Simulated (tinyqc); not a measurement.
Density of states of one tight-binding band of a chain: one step. Energies on the mesh. Two cases, with inputs chosen for the exercise.

Problem. Evaluate the band at all 8 points and collect equal values.

E(k) = -2 t cos(2 pi k) - 2 t2 cos(4 pi k); k in fractions of the reciprocal vectors, mesh k_i = j/N with j = 0 .. N-1. Densities are per cell and per spin, so the band holds one state.

Case 1.

Values chosen:
- t = 1.94 eV (nearest hopping)
- t2 = 0.17 eV (second hopping)
- N = 8 (mesh points along each axis)

Case 2.

Values chosen:
- t = 2.45 eV (nearest hopping)
- t2 = -0.42 eV (second hopping)
- N = 8 (mesh points along each axis)

Give: Distinct energies.

Solution.

Case 1.

Distinct energies:

| E_k (eV) | points |
|---|---|
| -4.2200 | 1 |
| -2.7436 | 2 |
| 0.3400 | 2 |
| 2.7436 | 2 |
| 3.5400 | 1 |

The 8 points give 5 distinct energies between -4.2200 and 3.5400 eV; a dense mesh gives a band from -4.220 to 3.540 eV.

Case 2.

Distinct energies:

| E_k (eV) | points |
|---|---|
| -4.0600 | 1 |
| -3.4648 | 2 |
| -0.8400 | 2 |
| 3.4648 | 2 |
| 5.7400 | 1 |

The 8 points give 5 distinct energies between -4.0600 and 5.7400 eV; a dense mesh gives a band from -4.060 to 5.740 eV.

Computed by tinyqc, one run a case: `OMP_NUM_THREADS=1 python tinyqc.py N N+1 out.jsonl` with N = 1650352, 1651267; one thread of a shared Intel(R) Xeon(R) Processor @ 2.30GHz, about 0.01 s a run at most.
